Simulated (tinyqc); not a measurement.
RKS/B3LYP (VWN-RPA form) in the 6-31g basis, for H2, spin multiplicity 1, step by step. One step of it, computed by the program tinyqc.

Question. Iteration 2: building the Kohn-Sham matrix. J_ij = sum D_kl (ij|kl), K_ij = sum D_kl (ik|jl); F = H + J - 0.1 K + V_xc; E = tr D H + tr D J / 2 - 0.05 tr D K + E_xc + E_nn.

D after iteration 1, order 1H 1s, 1H 2s, 2H 1s, 2H 2s:
```
[[0.209603, 0.173963, 0.209603, 0.173963],
 [0.173963, 0.144384, 0.173963, 0.144384],
 [0.209603, 0.173963, 0.209603, 0.173963],
 [0.173963, 0.144384, 0.173963, 0.144384]]
```

core Hamiltonian H = T + V (hartree), order 1H 1s, 1H 2s, 2H 1s, 2H 2s:
```
[[-1.013199, -0.946680, -0.901413, -0.824257],
 [-0.946680, -0.941611, -0.824257, -0.880233],
 [-0.901413, -0.824257, -1.013199, -0.946680],
 [-0.824257, -0.880233, -0.946680, -0.941611]]
```

Two-electron integrals (ij|kl) in chemists' order, unique and non-zero (hartree):
```
(11|11) 1.076566   (21|11) 0.578470   (21|21) 0.329423   (22|11) 0.587396
(22|21) 0.361304   (22|22) 0.453150   (31|11) 0.465679   (31|21) 0.263364
(31|22) 0.284665   (31|31) 0.252331   (32|11) 0.372304   (32|21) 0.224015
(32|22) 0.266492   (32|31) 0.220277   (32|32) 0.211978   (33|11) 0.700113
(33|21) 0.426045   (33|22) 0.509782   (33|31) 0.465679   (33|32) 0.459177
(33|33) 1.076566   (41|11) 0.459177   (41|21) 0.262251   (41|22) 0.288956
(41|31) 0.220277   (41|32) 0.190597   (41|33) 0.372304   (41|41) 0.211978
(42|11) 0.495059   (42|21) 0.305916   (42|22) 0.387672   (42|31) 0.258042
(42|32) 0.250417   (42|33) 0.495059   (42|41) 0.250417   (42|42) 0.346660
(43|11) 0.426045   (43|21) 0.260483   (43|22) 0.318920   (43|31) 0.263364
(43|32) 0.262251   (43|33) 0.578470   (43|41) 0.224015   (43|42) 0.305916
(43|43) 0.329423   (44|11) 0.509782   (44|21) 0.318920   (44|22) 0.415742
(44|31) 0.284665   (44|32) 0.288956   (44|33) 0.587396   (44|41) 0.266492
(44|42) 0.387672   (44|43) 0.361304   (44|44) 0.453150
```

nuclear repulsion = 0.77591966 hartree

V_xc (hartree), order 1H 1s, 1H 2s, 2H 1s, 2H 2s:
```
[[-0.455973, -0.246514, -0.237305, -0.204678],
 [-0.246514, -0.241933, -0.204678, -0.219614],
 [-0.237305, -0.204678, -0.455973, -0.246514],
 [-0.204678, -0.219614, -0.246514, -0.241933]]
```

E_xc = sum of w rho eps_xc = -0.57798282 hartree

Give: Coulomb J; exchange K; Kohn-Sham matrix F; total energy of this density.

Answer.

Coulomb J (hartree), order 1H 1s, 1H 2s, 2H 1s, 2H 2s:
```
[[1.508, 0.882, 0.794, 0.728],
 [0.882, 1.017, 0.728, 0.915],
 [0.794, 0.728, 1.508, 0.882],
 [0.728, 0.915, 0.882, 1.017]]
```

exchange K (hartree), order 1H 1s, 1H 2s, 2H 1s, 2H 2s:
```
[[1.157, 0.933, 0.971, 0.888],
 [0.933, 0.847, 0.888, 0.832],
 [0.971, 0.888, 1.157, 0.933],
 [0.888, 0.832, 0.933, 0.847]]
```

Kohn-Sham matrix F (hartree), order 1H 1s, 1H 2s, 2H 1s, 2H 2s:
```
[[-0.077, -0.405, -0.442, -0.389],
 [-0.405, -0.252, -0.389, -0.268],
 [-0.442, -0.389, -0.077, -0.405],
 [-0.389, -0.268, -0.405, -0.252]]
```

total energy of this density = -1.17359 hartree
